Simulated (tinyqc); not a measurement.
Surface photovoltage measurement of the minority-carrier diffusion length in a wafer: one step, computed by the program tinyqc. Command: `OMP_NUM_THREADS=1 python tinyqc.py 3130239 3130240 out.jsonl spv walk`. One thread of a shared host (Intel(R) Xeon(R) Processor @ 2.30GHz), about 0.01 s of CPU time with the checks.

Low injection, steady light, a depletion layer much thinner than 1/alpha and L. The excess density dn is taken at the front edge of the neutral region; light that reaches the back is lost.

Problem. The linear plot. alpha = (84.732/lambda - 76.417)^2 per cm with lambda in micrometre (an empirical fit for silicon between 0.7 and 1.05 micrometre). Thick wafer: dn = Phi L/((S_f + D/L)(L + 1/alpha)). Finite wafer, with s = S_b L/D, w = W/L, a = alpha L: dn = [Phi a/(a^2 - 1)] [a - B - exp(-alpha W)(a - s)/(cosh w + s sinh w)]/(S_f + B D/L), B = (sinh w + s cosh w)/(cosh w + s sinh w). Readings y = (Phi/dn) (1 + noise x g) at 780, 830, 880, 920, 950, 975 and 995 nm; a least-squares line y = c (1/alpha + L_app) gives L_app = intercept/slope.

Inputs (values chosen for the exercise, modelled on p-type silicon at room temperature):
```
quantity                            value        unit
diffusion length L                     23  micrometre
wafer thickness W                     775  micrometre
diffusivity D                        26.4      cm^2/s
front recombination velocity S_f     2700        cm/s
back recombination velocity S_b       160        cm/s
photon flux entering              8.5e+11  1/(cm^2 s)
relative noise of each reading        0.2           %
```

normal deviates g for the noise: -0.52  -1.45  2.06  0.02  0.86  0.56  0.44

Give: the table «Readings» with the columns 1/alpha (micrometre), y (cm/s), line (cm/s), for lambda (nm) = 780, 830, 880, 920, 950, 975, 995; slope; apparent length L_app; error of L_app (rounded to 0.001).

Solution.

Readings:
```
lambda (nm)  1/alpha (micrometre)  y (cm/s)  line (cm/s)
780                           9.6     20098        20122
830                          15.2     23465        23541
880                          25.3     29915        29809
920                          40.7     39243        39271
950                          61.3     52042        52001
975                          90.9     70303        70297
995                         130.9     94947        94971
```

slope = 617.3 cm/(s micrometre)

apparent length L_app = 22.96 micrometre

error of L_app (rounded to 0.001) = -0.176 %

At W/L = 33.7 the finite thickness shifts L_app by less than 0.05 %. S_f scales all readings alike and leaves L_app unchanged.
